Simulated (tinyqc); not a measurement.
Electron continuity equation in a given potential, Scharfetter-Gummel discretisation: two steps of the calculation.

Steady state in one dimension: J = q mu n E + q D dn/dx with E = -dpsi/dx and D = mu Vt, dJ/dx = 0, fixed densities nL and nR at the ends. The potential is given, psi = U x/L, and is not changed by the electrons.

Values chosen for this exercise; mobility close to that of gallium phosphide at room temperature:
```
symbol   value        unit               meaning
T          325           K           temperature
mu         247  cm^2/(V s)     electron mobility
L           11          um  length of the region
nL      3.1e14       cm^-3      density at x = 0
nR           0       cm^-3      density at x = L
```

Constants: q = 1.602176634e-19 C, kB = 1.380649e-23 J/K, Vt = kB T/q. Results are converted to the units shown.

Question 1. Bernoulli factors. d_i = (psi_(i+1) - psi_i)/Vt; B(d) = d/(exp(d) - 1), B(0) = 1. The flux on interval i is J_i = (q D/h) [n_(i+1) B(d_i) - n_i B(-d_i)].

psi, node 0 to 12 (V): 0.00000000  -0.03250000  -0.06500000  -0.09750000  -0.13000000  -0.16250000  -0.19500000  -0.22750000  -0.26000000  -0.29250000  -0.32500000  -0.35750000  -0.39000000

Wanted: d_i; B(d_i); B(-d_i).

Answer 1.

```
interval	d_i	B(d_i)	B(-d_i)
0	-1.160	1.690	0.5296
1	-1.160	1.690	0.5296
2	-1.160	1.690	0.5296
3	-1.160	1.690	0.5296
4	-1.160	1.690	0.5296
5	-1.160	1.690	0.5296
6	-1.160	1.690	0.5296
7	-1.160	1.690	0.5296
8	-1.160	1.690	0.5296
9	-1.160	1.690	0.5296
10	-1.160	1.690	0.5296
11	-1.160	1.690	0.5296
```

The largest |d_i| is 1.16, below 2, so central differences would also keep densities positive.

Question 2. Tridiagonal system for the inner nodes. Row i (1 to 11): B(-d_(i-1)) n_(i-1) + b_i n_i + B(d_i) n_(i+1) = f_i with b_i = -B(-d_i) - B(d_(i-1)) and f_i = 0; the known end values are moved to the right: f_1 loses B(-d_0) nL and f_11 loses B(d_11) nR. h = L/12, D = mu Vt.

```
interval	B(d_i)	B(-d_i)
0	1.6900060	0.52955423
1	1.6900060	0.52955423
2	1.6900060	0.52955423
3	1.6900060	0.52955423
4	1.6900060	0.52955423
5	1.6900060	0.52955423
6	1.6900060	0.52955423
7	1.6900060	0.52955423
8	1.6900060	0.52955423
9	1.6900060	0.52955423
10	1.6900060	0.52955423
11	1.6900060	0.52955423
```

Find: diagonal b; right side f.

Answer 2.

```
node	diagonal b	right side f (cm^-3)
1	-2.2196	-1.6416e14
2	-2.2196	0
3	-2.2196	0
4	-2.2196	0
5	-2.2196	0
6	-2.2196	0
7	-2.2196	0
8	-2.2196	0
9	-2.2196	0
10	-2.2196	0
11	-2.2196	0
```

Program tinyqc, `OMP_NUM_THREADS=1 python tinyqc.py 2220001 2220002 out.jsonl`; Intel Xeon 2.30GHz, shared host, one thread, about 0.01 s.
